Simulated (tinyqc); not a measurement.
Changing the particle radius R: a particle near a wafer in liquid: double-layer and van der Waals forces (DLVO), deposition barrier and removal. Computed by tinyqc, a small Python program. Command: `OMP_NUM_THREADS=1 python tinyqc.py 3112213 3112214 out.jsonl dlvo sweep`. One thread of a shared host (Intel(R) Xeon(R) Processor @ 2.30GHz), about 0.01 s of CPU time with the checks.

Sphere and flat wall, Derjaguin approximation, constant potentials in the linear-superposition form, no retardation and no hydration force.

Inputs (values chosen for the exercise, of the order of those for silicon nitride on silicon in water):
```
quantity                             value   unit
Hamaker constant A                 3.2e-20      J
potential of the particle psi_1        -29     mV
potential of the wafer psi_2           -16     mV
salt concentration c               0.00011  mol/L
valence z of the symmetric salt          1      -
temperature T                          293      K
dielectric constant of the liquid     80.2      -
contact distance h0                    0.4     nm
contact radius over R                 0.13      -
viscosity                             0.84  mPa s
```

Constants: e = 1.602176634e-19 C; N_A = 6.02214076e+23 1/mol; eps_0 = 8.8541878128e-12 F/m; k_B = 1.380649e-23 J/K; k_B = 8.617333262e-05 eV/K.

Method. kappa^2 = 2 z^2 e^2 N_A (1000 c)/(eps eps_0 k_B T); gamma_i = tanh(z e psi_i/(4 k_B T)); Z = 64 pi eps eps_0 (k_B T/(z e))^2 gamma_1 gamma_2. Adhesion F_a = A R/(6 h0^2) [1 + a^2/(R h0)] - kappa Z R exp(-kappa h0), a the contact radius. Drag in a shear flow F_d = 1.7 x 6 pi mu R^2 G, acting at 1.4 R; rolling starts when 1.4 R F_d = a F_a. Wall shear stress = mu G.

One run for each value:
```
particle radius R (nm)  wall shear stress for rolling (Pa)  net adhesion F_a (pN)     kappa R
5                                                    23321             2.0120e+02  1.7204e-01
11                                                   12826             5.3558e+02  3.7849e-01
22                                                    8454             1.4120e+03  7.5698e-01
47                                                    6128             4.6713e+03  1.6172e+00
100                                                   5043             1.7403e+04  3.4408e+00
450                                                   4295             3.0013e+05  1.5484e+01
950                                                   4182             1.3026e+06  3.2688e+01
2000                                                  4129             5.6997e+06  6.8816e+01
```

Give the missing row, particle radius R (nm) = 210.

Computed row:
```
particle radius R (nm)  wall shear stress for rolling (Pa)  net adhesion F_a (pN)     kappa R
210                                                   4539             6.9079e+04  7.2257e+00
```

Interpolating between the two neighbouring rows (the first column on a logarithmic scale, the others too where they are positive) misses by up to 2.6 %. Over the rows, wall shear stress for rolling (Pa) falls from 23300 to 4130 (exponent d ln y / d ln x -0.76 between the first rows and -0.017 between the last); net adhesion F_a (pN) rises from 201 to 5.70e6 (exponent d ln y / d ln x 1.2 between the first rows and 2.0 between the last); kappa R rises from 0.172 to 68.8 (exponent d ln y / d ln x about 1.0 throughout). At the high end the exponent of wall shear stress for rolling is -0.02, close to 0: the flattened contact adds adhesion as R^2. The smallest particle needs 5.65 times the shear stress of the largest.

Caution (rows 5.00, 11.0, 22.0, 47.0): kappa R is not large, so the Derjaguin approximation is only rough at gaps of the order of the Debye length.

Extremes, crossings and ranges named in words are read from the listed rows.
